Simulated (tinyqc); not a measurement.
# Worked calculation: nanowire ballistic transistor, top-of-the-barrier model

Numbers from tinyqc (`OMP_NUM_THREADS=1 python tinyqc.py 2400023 2400024 out.jsonl`; about 0.03 s on one thread of a shared Intel Xeon 2.30GHz). Printed values are rounded.

At the top of the source barrier, states moving towards the drain are filled by the source (Fermi level 0) and states moving back by the drain (Fermi level -q Vd); nothing scatters. U is the shift of the band edge there, set by the capacitances CG, CD and CS (the total) and by the charge. Parabolic one-dimensional subband; the source is grounded.

Parameters, values chosen for the exercise; mass and valleys close to those of gallium arsenide:
- T = 250 K (temperature)
- m = 0.065 m0 (effective mass)
- gv = 1 (valley degeneracy)
- eox = 16 (relative permittivity of the gate insulator)
- tox = 2.9 nm (insulator thickness)
- d = 4 nm (wire diameter)
- aG = 0.75 (gate control CG/CS)
- aD = 0.035 (drain control CD/CS)
- E0 = 0.28 eV (band edge at the barrier top above the source Fermi level at zero bias)
- Vg = 0.5 V (gate voltage)
- Vd = 0.5 V (drain voltage)

Constants: q = 1.602176634e-19 C, kB = 1.380649e-23 J/K, hbar = 1.054571817e-34 J s, h = 6.62607015e-34 J s, m0 = 9.1093837015e-31 kg, Vt = kB T/q, eps0 = 8.8541878128e-14 F/cm where lengths are in cm. Results are converted to the units shown.

## Density of states, capacitances and charge at zero bias

N0 = gv sqrt(2 m kB T/pi)/hbar, CG = 2 pi eps0 eox/ln(1 + 2 tox/d), CS = CG/aG, n0 = n at U = 0 and Vd = 0. eta1 = -(E0 + U)/Vt, eta2 = eta1 - Vd/Vt, n = (N0/2)[F_(-1/2)(eta1) + F_(-1/2)(eta2)], F_(-1/2)(x) = (1/sqrt(pi)) int_0^infinity u^(-1/2)/(1 + exp(u - x)) du. UL = -(aG Vg + aD Vd).

N0 = 1.08163e6 cm^-1
CG = 9.93340 pF/cm
CS = 13.2445 pF/cm
n0 = 2.45202 cm^-1
UL = -0.3925 eV

## Iteration 1: self-consistent potential at the barrier top

U at the start (U = UL) = -0.3925 eV

eta1 = -(E0 + U)/Vt, eta2 = eta1 - Vd/Vt, n = (N0/2)[F_(-1/2)(eta1) + F_(-1/2)(eta2)], F_(-1/2)(x) = (1/sqrt(pi)) int_0^infinity u^(-1/2)/(1 + exp(u - x)) du. U(out) = UL + q (n - n0)/CS. U(new) = U(out).

eta1 = 5.22203
eta2 = -17.9870
n = 1.36928e6 cm^-1
U(out) = -0.375936 eV
U after iteration 1 = -0.375936 eV

## Iteration 2: self-consistent potential at the barrier top

As before.

eta1 = 4.45316
eta2 = -18.7559
n = 1.25511e6 cm^-1
U(out) = -0.377317 eV
U after iteration 2 = -0.377317 eV

## Course of the iteration: self-consistent potential at the barrier top

Stop when U changes by less than 1e-9 eV, or after 90 iterations.

Course of the iteration:

| iteration | U (eV) | \|change\| (eV) |
|---|---|---|
| 1 | -0.375936 | 0.0166 |
| 2 | -0.377317 | 1.38e-3 |
| 3 | -0.377197 | 1.20e-4 |
| 4 | -0.377207 | 1.05e-5 |
| 5 | -0.377206 | 9.09e-7 |
| 6 | -0.377206 | 7.90e-8 |
| 7 | -0.377206 | 6.86e-9 |
| 8 | -0.377206 | 5.96e-10 |

Converged in 8 iterations. At the end each change is about 0.087 times the one before, with alternating sign: linear convergence.

## Current, mean velocity and share of the gate voltage

converged U = -0.377206 eV

N0 = gv sqrt(2 m kB T/pi)/hbar, CG = 2 pi eps0 eox/ln(1 + 2 tox/d), CS = CG/aG, n0 = n at U = 0 and Vd = 0. eta1 = -(E0 + U)/Vt, eta2 = eta1 - Vd/Vt, n = (N0/2)[F_(-1/2)(eta1) + F_(-1/2)(eta2)], F_(-1/2)(x) = (1/sqrt(pi)) int_0^infinity u^(-1/2)/(1 + exp(u - x)) du. I = gv (2 q^2/h) Vt [ln(1 + exp eta1) - ln(1 + exp eta2)]. Mean velocity I/(q n). CQ = (q/Vt) dn/d(eta1); the band edge follows the gate as -dU/dVg = aG/(1 + CQ/CS).

eta1 = 4.51213
n = 1.26427e6 cm^-1
I = 7.54985 uA
mean velocity = 3.72725e7 cm/s
CQ = 1.15081 pF/cm
-dU/dVg = 0.690043 eV/V

The carriers from the source are degenerate (eta1 = 4.51), and the mean velocity is 1.93 times vT = sqrt(2 kB T/(pi m)) = 1.93e7 cm/s.
